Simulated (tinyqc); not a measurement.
# One gate, two gates and a surrounding gate

Below threshold the potential that source and drain add obeys Laplace's equation, vanishes on the gates and decays along the channel as exp(-k y). The same ts (depleted depth over a conducting body, body thickness or wire diameter), ti and permittivities in three geometries; k is the smallest positive root of: one gate, f(k) = eps_r sin(k ti) cos(k ts) + ei cos(k ti) sin(k ts); two gates, f(k) = ei cos(k ti) cos(k ts/2) - eps_r sin(k ti) sin(k ts/2); wire, f(k) = ei J0(u)[J1(u) Y0(v) - Y1(u) J0(v)] - eps_r J1(u)[J0(u) Y0(v) - Y0(u) J0(v)], u = k ts/2, v = u + k ti. Parabolic estimates of l: sqrt((eps_r/ei) ts ti); sqrt((eps_r/(2 ei)) ts ti (1 + ei ts/(4 eps_r ti))); sqrt([2 eps_r ts^2 ln(1 + 2 ti/ts) + ei ts^2]/(16 ei)), in the same order.

Values chosen for this exercise; permittivities: semiconductor made up, insulator close to that of aluminium oxide:
- eps_r = 10.1 (relative permittivity of the semiconductor)
- ei = 8.73 (relative permittivity of the insulator)
- ti = 3.6 nm (insulator thickness)
- ts = 8.6 nm (body thickness)

Scale lengths (nm):

|  | Lambda = pi/k | l = 1/k | l(parabolic) |
|---|---|---|---|
| one gate over a conducting body | 12.48 | 3.971 | 5.985 |
| two gates | 16.56 | 5.272 | 5.211 |
| wire | 10.75 | 3.421 | 3.336 |

The wire has the shortest scale length, 0.649 times that of the double gate; the single gate over a conducting body has 0.753 times it, its layer ending directly on a conductor where the double gate has a second insulator. The parabolic estimates are 51 % above, 1.1 % below and 2.5 % below the exact l, in the order of the rows.

tinyqc, about 0.01 s, one thread, Intel Xeon 2.30GHz (shared host): `OMP_NUM_THREADS=1 python tinyqc.py 2420154 2420155 out.jsonl`
